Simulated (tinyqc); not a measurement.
Scaling with the misfit: strain-driven roughening and islands of a mismatched epitaxial film. Computed by tinyqc, a small Python program. Command: `OMP_NUM_THREADS=1 python tinyqc.py 3003942 3003943 out.jsonl island walk`. One thread of a shared host (Intel(R) Xeon(R) Processor @ 2.30GHz), about 0.01 s of CPU time with the checks.

Film and substrate share isotropic elastic constants; the film is coherent and biaxially strained.

Inputs (values chosen for the exercise, modelled on InAs on GaAs):
```
quantity                                      value       unit
misfit |f|                                   0.0735          -
shear modulus G                                31.2        GPa
Poisson ratio nu                               0.32          -
surface energy gamma                          0.709      J/m^2
contact angle of the shallow shape theta_1       12    degrees
contact angle of the steep shape theta_2       33.4    degrees
facet energy of shape 1 over gamma            1.008          -
facet energy of shape 2 over gamma            0.991          -
surface mobility D_s nu_s Omega^2/(k_B T)   1.8e-33  m^6/(J s)
```

Transport: surface diffusion.

Constants: e = 1.602176634e-19 C.

Method:
- M = 2 G (1 + nu)/(1 - nu); stress = M f; energy density w = M f^2.
- A ripple A cos(k x) has the surface chemical potential per volume [gamma k^2 - 2 (1 + nu) w k] A cos(k x), so k_c = 2 (1 + nu) w/gamma. With surface diffusion the amplitude grows at the rate q = B k^2 [2 (1 + nu) w k - gamma k^2], fastest at k_m = (3/4) k_c. B is the surface mobility.
- Shallow faceted island (Tersoff form): E = 4 Gam V^(2/3) tan^(1/3)(theta) - 6 c V tan(theta), Gam = gamma [x/sin(theta) - 1/tan(theta)], x the facet energy over gamma, c = stress^2 (1 - nu)/(2 pi G).
- The barrier is the maximum of E, at V_c = [4 Gam/(9 c)]^3 / tan^2(theta) (1 GPa nm = 1 J/m^2).
- V_c = [4 Gam/(9 c)]^3/tan^2(theta), barrier = (4/3) Gam V_c^(2/3) tan^(1/3)(theta); the growth time is 1/q at k_m.

fastest wavelength = 3.43824 nm

growth time 1/q at k_m = 2.10780e-04 s

critical volume, shape 1 = 0.0986275 nm^3

barrier, shape 1 = 0.107927 eV

Misfit scaled at fixed constants:
```
|f| (%)  fastest wavelength (nm)  growth time (s)  V_c of shape 1 (nm^3)  barrier of shape 1 (eV)
1.8375                    55.012       1.3814e+01             4.0398e+02               2.7629e+01
2.5725                    28.067       9.3602e-01             5.3652e+01               7.1922e+00
3.6750                    13.753       5.3960e-02             6.3122e+00               1.7268e+00
5.1450                     7.017       3.6563e-03             8.3832e-01               4.4951e-01
7.3500                     3.438       2.1078e-04             9.8628e-02               1.0793e-01
10.2900                    1.754       1.4283e-05             1.3099e-02               2.8094e-02
```

Halving the misfit stretches the wavelength 4 times, the barrier 16 times, the volume 64 times and the time 256 times: f^(-2), f^(-4), f^(-6), f^(-8). Over these rows the time spans 6.0 decades: strongly mismatched films tend to roughen first, while dilute alloys have time to stay flat. Rows with wavelengths under 10 nm or volumes under 5 nm^3 are beyond the continuum picture. Caution: a wavelength of a few nanometres is at the limit of continuum theory, where steps and facets rule. Caution: a critical volume below 1 nm^3 holds fewer than a hundred atoms, so a continuum barrier there has no physical meaning.

Extremes, crossings and ranges named in words are read from the listed rows.
